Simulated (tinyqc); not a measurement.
Carrier lifetime from Shockley-Read-Hall, radiative, Auger and surface recombination: one step, computed by the program tinyqc. Command: `OMP_NUM_THREADS=1 python tinyqc.py 3008486 3008487 out.jsonl lifetime walk`. One thread of a shared host (Intel(R) Xeon(R) Processor @ 2.30GHz), about 0.02 s of CPU time with the checks.

Energies are counted from the top of the valence band. Boltzmann statistics, full ionisation, and equal excess densities of electrons and holes.

Problem. Steady state under generation. With n = n_0 + dn, p = p_0 + dn and U/dn = 1/tau: (n p - n_i^2)/dn = n_0 + p_0 + dn = s; 1/tau_SRH = s/[tau_p0 (n + n1) + tau_n0 (p + p1)]; 1/tau_rad = B s; 1/tau_Aug = (C_n n + C_p p) s; the rates add, with 1/tau_s. dn solves dn/tau_eff(dn) = G (60 bisections in ln dn between 1e-2 and 1e22 cm^-3); the splitting of the quasi-Fermi levels is k_B T ln(n p/n_i^2).

Inputs (values chosen for the exercise, with bands modelled on GaAs):

| quantity | value | unit |
|---|---|---|
| temperature T | 350 | K |
| doping N | 2.4e+14 | cm^-3 |
| trap density N_t | 7.4e+13 | cm^-3 |
| radiative coefficient B | 3.1e-11 | cm^3/s |
| Auger coefficient C_n | 5.8e-32 | cm^6/s |
| Auger coefficient C_p | 5.9e-32 | cm^6/s |
| generation rate G | 3.6e+19 | cm^-3 s^-1 |
| diffusion coefficient D | 4.2 | cm^2/s |
| thickness W | 52 | micrometre |

Doping: p-type. Surface term: two equal surfaces.

n_0 = 55.95178 cm^-3

p_0 = 2.40e+14 cm^-3

tau_p0 = 3.055515e-08 s

n1 = 2.758812e+14 cm^-3

tau_n0 = 8.754968e-07 s

p1 = 48.67468 cm^-3

tau_s = 7.120774e-07 s

n_i = 1.158811e+08 cm^-3

Constants: k_B = 8.617333262e-05 eV/K.

Give: steady excess density; lifetime in the steady state; quasi-Fermi splitting under G.

Solution.

steady excess density = 1.434e+13 cm^-3

lifetime in the steady state = 3.983e-07 s

quasi-Fermi splitting under G = 0.7941 eV

Caution: the trap density is not small against the doping, so trapped charge breaks the equality of the excess densities. Caution: the layer is thicker than two bulk diffusion lengths: adding 1/tau_s describes the late decay, and understates the surface loss in a steady state.
